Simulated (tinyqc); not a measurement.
Gaps across the alloy: virtual-crystal alloy in the empirical-pseudopotential method.

Empirical pseudopotential on the fcc lattice, atoms at +/- tau, tau = a (1,1,1)/8, no spin-orbit coupling. H(G,G') = c (2 pi/a)^2 |k + G|^2 delta + VS(q) cos(q.tau) + i VA(q) sin(q.tau), q = G - G', c = hbar^2/2m0; k and G in units of 2 pi/a; VS at |q|^2 = 3, 8, 11 and VA at 3, 4, 11, in rydberg, zero elsewhere. At each k the basis holds all G with |k + G|^2 up to 16; energies are counted from the fourth level at Gamma.

Virtual crystal A(1-x)B(x): a = (1 - x) a_A + x a_B. Rule linear: V = (1 - x) V_A + x V_B. Rule volume: V = [(1 - x) a_A^3 V_A + x a_B^3 V_B]/a^3, since a form factor is an atomic potential divided by the cell volume.

Constants: hbar^2/2m0 = 3.80998211 eV angstrom^2; Ry = 13.60569312 eV.

Values chosen for the exercise (classic local form factors of the size used for GaP (A) and InP (B), which place X and L only to a few tenths of an eV; not measured data):
- a = (5.446, 5.849) angstrom (lattice constants of A, B)
- VSA = (-0.216, 0.03, 0.069) Ry (symmetric form factors of A)
- VAA = (0.122, 0.069, 0.021) Ry (antisymmetric form factors of A)
- VSB = (-0.231, 0.011, 0.061) Ry (symmetric form factors of B)
- VAB = (0.07, 0.05, 0.009) Ry (antisymmetric form factors of B)
- rule = volume (mixing rule)

Gaps from the valence top to the fifth band at Gamma, at L = (1/2,1/2,1/2) and at the lowest of k = (f,0,0), f = 0.70, 0.75, ..., 1.00. Bowing C = 4 [(E(0) + E(1))/2 - E(1/2)].

Gaps (eV):
```
x      Gamma  Delta/X  f of the minimum      L   lowest
0.000  2.563    2.062              1.00  2.473  Delta/X
0.167  2.440    2.104              1.00  2.401  Delta/X
0.333  2.306    2.142              1.00  2.326  Delta/X
0.667  2.007    2.202              0.90  2.171    Gamma
0.833  1.847    2.224              0.90  2.093    Gamma
1.000  1.681    2.245              0.90  2.015    Gamma
```

Give the missing row, x = 0.500.

Computed row:
```
x      Gamma  Delta/X  f of the minimum      L  lowest
0.500  2.161    2.175              0.95  2.249   Gamma
```

bowing (eV): Gamma -0.155, Delta/X -0.086, L -0.023

The lowest valley changes: Delta/X to Gamma between x = 0.333 and 0.500. From A to B the Gamma gap moves by -0.88 eV, L by -0.46 eV and Delta/X by +0.18 eV; a move of Delta/X below about 0.4 eV is within the error of such form factors, sign included. The virtual crystal holds no disorder and no bond relaxation, so its bowing comes from the non-linear dependence on the mean potential and volume alone, and it may differ from measured bowing, which is positive in these alloys, in size and even in sign; crossings move with it.

tinyqc: `OMP_NUM_THREADS=1 python tinyqc.py 1051038 1051039 out.jsonl`; about 0.4 s, one thread, shared Intel(R) Xeon(R) Processor @ 2.30GHz.
